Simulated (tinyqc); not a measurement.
What each parameter does: polar nitride quantum well with polarisation fields.

Growth along [0001]. e_par = (a_sub - a)/a, Ppz = 2 e_par (e31 - e33 C13/C33), P = Psp + Ppz in each layer; strain relaxation and the strain shift of the gaps are left out, although thick layers with more than about 1 % mismatch would relax.

In a periodic stack without free charge the potential drop over a period vanishes: F_w = (P_b - P_w) Lb/(eps0 (eps_w Lb + eps_b Lw)), F_b = -F_w Lw/Lb, eps0 = 8.8541878e-12 F/m; 1 MV/cm = 1e8 V/m = 0.01 V/angstrom.

Envelope functions on cells of 0.25 angstrom over barrier, well, barrier (widths Lb, Lw, Lb), psi = 0 beyond, psi'/m continuous (mean mass between points), c = hbar^2/2m0. With u(z) the integral of e F (F_w in the well, F_b = -F_w Lw/Lb in the barriers, 1 MV/cm = 0.01 V/angstrom), zero at the centre of the well, the electron sees u plus Vc in the barriers and the hole -u plus Vv. The transition is Eg + E_e + E_h; excitons are left out.

Constants: hbar^2/2m0 = 3.80998211 eV angstrom^2; hc = 1239.841984 eV nm.

Inputs chosen for the exercise (near those of a GaN well in AlGaN; the results hold for these values, not for the real material): a_w = 3.189 angstrom (lattice constant a, well); a_b = 3.157 angstrom (lattice constant a, barrier); a_sub = 3.157 angstrom (in-plane lattice constant of the stack); Psp_w = -0.0347 C/m^2 (spontaneous polarisation); Psp_b = -0.0514 C/m^2 (spontaneous polarisation); e31_w = -0.321 C/m^2; e31_b = -0.428 C/m^2; e33_w = 0.652 C/m^2; e33_b = 1.024 C/m^2; C_w = 0.265 (C13/C33); C_b = 0.272 (C13/C33); eps_w = 10.5 (dielectric constant); eps_b = 10.4 (dielectric constant); Lw = 12 angstrom (well width); Lb = 75 angstrom (barrier width); Eg = 3.44 eV (gap of the well); Vc = 0.661 eV (conduction offset); Vv = 0.311 eV (valence offset); me = 0.2 m0 (electron, well); meb = 0.25 m0 (electron, barrier); mh = 1.89 m0 (hole, everywhere).

Polarisation, field, levels and overlap anew.

Results for these values:
```
case  F_w (MV/cm)  E (eV)  overlap^2  red shift (meV)
base       -2.471  3.7697       0.70               45
```

What happens to each result for Psp_b = -0.0565 C/m^2, all else kept?

Answer: F_w falls from -2.471 to -2.944; E falls from 3.7697 to 3.7521; overlap^2 falls from 0.70 to 0.64; red shift rises from 45 to 63.

The same for each parameter in turn:
```
case                    F_w (MV/cm)  E (eV)  overlap^2  red shift (meV)
base                         -2.471  3.7697       0.70               45
Lw = 8 angstrom              -2.589  3.9477       0.77               23
Lb = 100 angstrom            -2.558  3.7658       0.69               49
a_sub = 3.167 angstrom       -2.599  3.7652       0.69               50
Psp_b = -0.0565 C/m^2        -2.944  3.7521       0.64               63
e33_w = 0.717 C/m^2          -2.503  3.7686       0.70               46
eps_w = 11.6                 -2.266  3.7766       0.73               38
mh = 1.32 m0                 -2.471  3.7890       0.75               43
Vc = 0.562 eV                -2.471  3.7404       0.67               47
```

Program tinyqc; command `OMP_NUM_THREADS=1 python tinyqc.py 1250179 1250180 out.jsonl`; about 0.03 s on one thread of a shared Intel(R) Xeon(R) Processor @ 2.30GHz.
